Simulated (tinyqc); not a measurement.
Conduction-band offset of an n-N heterojunction from carrier-profile moments: two steps of the calculation.

Layer 1 (x < 0) accumulates electrons and layer 2 (x > 0) is depleted. Boltzmann statistics. The bands bend down by V1 in layer 1 and up by V2 in layer 2, with V1 + V2 = VD = dE + Vt ln[(N2/Nc2)/(N1/Nc1)].

Inputs (values chosen for the exercise); values of the order of III-V alloys:
- T = 350 K (temperature)
- eps_r = 12.8 (relative permittivity of both layers)
- Nc1 = 6e17 cm^-3 (density of states of the narrow-gap layer 1)
- Nc2 = 6.4e17 cm^-3 (density of states of the wide-gap layer 2)
- dE = 0.22 eV (conduction-band offset)
- N1 = 3e15 cm^-3 (donor density in layer 1)
- N2 = 7.7e15 cm^-3 (donor density in layer 2)
- si = 0 cm^-2 (fixed charge at the interface)

Constants: q = 1.602176634e-19 C, kB = 1.380649e-23 J/K, Vt = kB T/q, eps0 = 8.8541878128e-14 F/cm where lengths are in cm. Results are converted to the units shown.

Problem 1. Division of the diffusion potential. Sheet densities from the first integral: Q1 = sqrt((2 eps0 eps_r Vt N1/q)(exp(u1) - u1 - 1)) extra electrons, Q2 = sqrt((2 eps0 eps_r Vt N2/q)(exp(-u2) + u2 - 1)) missing ones, u = V/Vt; neutrality Q1 = Q2 + si. Q1 - Q2 rises steadily with V1, so V1 follows by bisection.

Wanted: VD; V1; V2; Q1; n at x = 0-; n at x = 0+.

Solution 1.

VD = 0.2465 V
V1 = 0.08200 V
V2 = 0.1645 V
Q1 = 1.210e11 cm^-2
n at x = 0- = 4.548e16 cm^-3
n at x = 0+ = 3.296e13 cm^-3

n drops across the interface by 1380 = (Nc1/Nc2) exp(dE/Vt).

Problem 2. Offset from the moments. A C-V profile smears n(x) but keeps its zeroth and first moments: si = -int (N - n) dx, VD = (q/(eps0 eps_r)) int (N - n) x dx, dE = VD - Vt ln[(N2/Nc2)/(N1/Nc1)]. Use the trapezoidal rule on each side.

```
left point  -x (nm)  n in layer 1 (cm^-3)
0                 0            4.54820e16
1              1.95            4.08679e16
2              11.8            2.60607e16
3              33.9            1.33243e16
4              71.7            7.07358e15
5               128            4.51273e15
6               206            3.50377e15
7               307            3.14128e15
8               435            3.03023e15
9               590            3.00478e15
```

```
right point  x (nm)  n in layer 2 (cm^-3)
0                 0            3.29616e13
1              30.2            1.55274e14
2              74.4            8.43613e14
3               126            2.80204e15
4               183            5.26499e15
5               245            6.81428e15
6               310            7.42729e15
7               379            7.62518e15
8               451            7.68085e15
9               526            7.69539e15
```

Find: si; VD; dE.

Solution 2.

si = 8.453e9 cm^-2
VD = 0.2452 V
dE = 0.2187 eV

On these few points dE comes out -1.3 meV from the true 0.22 eV, and si misses by 8.5e9 cm^-2, 7.0 % of Q1.

Numbers from tinyqc (`OMP_NUM_THREADS=1 python tinyqc.py 2410115 2410116 out.jsonl`; about 0.1 s on one thread of a shared Intel Xeon 2.30GHz).
